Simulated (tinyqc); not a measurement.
What moves the results: Franz-Keldysh effect at a direct gap. A value that a table varies takes the place of the one given here.

Parabolic bands, vertical transitions, no excitons. For each hole band j: mr = me mj/(me + mj); joint density of states J_j(E) = (mr/c)^(3/2) sqrt(E - Eg)/(2 pi^2), both spins, c = hbar^2/2m0; averaged matrix element |e.p|^2 = m0 Ep/6; alpha_j(E) = 4 pi^2 alpha_f c Ep J_j/(3 nr E) in 1/angstrom (alpha_f the fine-structure constant, listed as alpha among the constants), times 1e8 for 1/cm.

In a field Fd (1 kV/cm = 1e-5 V/angstrom) the electro-optic energy of band j is th = (c (e Fd)^2/mr)^(1/3), and sqrt(E - Eg) in J_j is replaced by pi sqrt(th) [Ai'(b)^2 - b Ai(b)^2] with b = (Eg - E)/th; Ai is the Airy function.

Constants: hbar^2/2m0 = 3.80998211 eV angstrom^2; fine-structure constant alpha = 0.007297352564.

Inputs chosen for the exercise (near those of InP; shifted at random, so the results belong to these values and not to a real crystal):
- Eg = 1.316 eV (direct gap)
- me = 0.0811 m0 (electron mass)
- mhh = 0.627 m0 (heavy-hole mass)
- mlh = 0.089 m0 (light-hole mass)
- Ep = 21.3 eV (Kane energy)
- nr = 3.4 (refractive index)
- Fd = 99 kV/cm (uniform field)
- det = 25 meV (detuning below the gap)

## Spectrum around the gap

Absorption (1/cm):
```
E - Eg (eV)  alpha(0)   alpha(F)  change
-0.0933             0      3.101       3
-0.0747             0      13.07      13
-0.0560             0      50.58      51
-0.0373             0      175.3     175
-0.0187             0      530.7     531
0.0000              0       1389    1389
0.0187           4477       3049   -1427
0.0373           6236       5475    -760
0.0560           7537       7941     404
0.0747           8587       9313     725
0.0933           9470       9512      42
0.1120          10240       9883    -358
0.1493          11522  1.166e+04     139
0.1866          12562  1.265e+04      86
```

At the gap alpha(F) = 1389 1/cm; 74.7 meV below it 13.1 1/cm remain, the tail falling as exp(-(4/3) b^(3/2)). Among the energies listed the largest rise is 1389 1/cm at E - Eg = 0.0 meV and the largest fall -1427 1/cm at 18.7 meV. It changes sign between 0.0 and 18.7 meV, between 37.3 and 56.0 meV, between 93.3 and 112.0 meV and between 112.0 and 149.3 meV; th is 37.3 meV for heavy holes and 44.5 meV for light holes.

## Tail absorption against field

At E = Eg - det; the field takes the values listed. The last column is the length for 10 dB of loss.

Results:
```
Fd (kV/cm)  th heavy (meV)  b heavy  alpha (1/cm)  length (micrometre)
10                    8.10    3.088         0.222             1.04e+05
20                   12.85    1.945          8.63             2.67e+03
40                   20.40    1.226          73.9                  312
60                   26.73    0.935           171                  135
100                  37.58    0.665           375                 61.3
150                  49.24    0.508           604                 38.1
250                  69.22    0.361           969                 23.8
400                  94.69    0.264      1.38e+03                 16.7
```

alpha grows by 2.9 decades from 10 to 60 kV/cm and by a factor 1.42 over the last step, where the field grows by 1.6: the exponent (4/3) b^(3/2) goes as 1/Fd, so the gain is steep only while b > 1 (deep in the tail the light-hole pair, with its smaller b, carries most of it), that is up to 40 kV/cm of those listed. Values below about 10 1/cm lie under the Urbach and exciton tails of a real crystal, left out here.

## What moves the tail

At E = Eg - det. Each row changes one parameter from the base and keeps the others.

Results:
```
case             th heavy (meV)  alpha (1/cm)
base                     37.325         370.5
Fd = 129 kV/cm           44.528         512.3
det = 35 meV             37.325         202.6
me = 0.0933 m0           35.825         403.0
mlh = 0.1157 m0          37.325         386.3
Ep = 23.4 eV             37.325         407.0
nr = 3.57                37.325         352.8
```

The largest shifts from the base row, up to three for each result and ties (the steps differ in size, so this ranks the rows, not the parameters). th heavy (meV): Fd +7.203, me -1.500; unchanged at the printed digits by det, mlh, Ep and nr. alpha (1/cm): det -168, Fd +142, Ep +36.5.

Run: tinyqc, `OMP_NUM_THREADS=1 python tinyqc.py 1681228 1681229 out.jsonl`; Intel(R) Xeon(R) Processor @ 2.30GHz, one thread, shared host; about 0.01 s of CPU time with all checks.
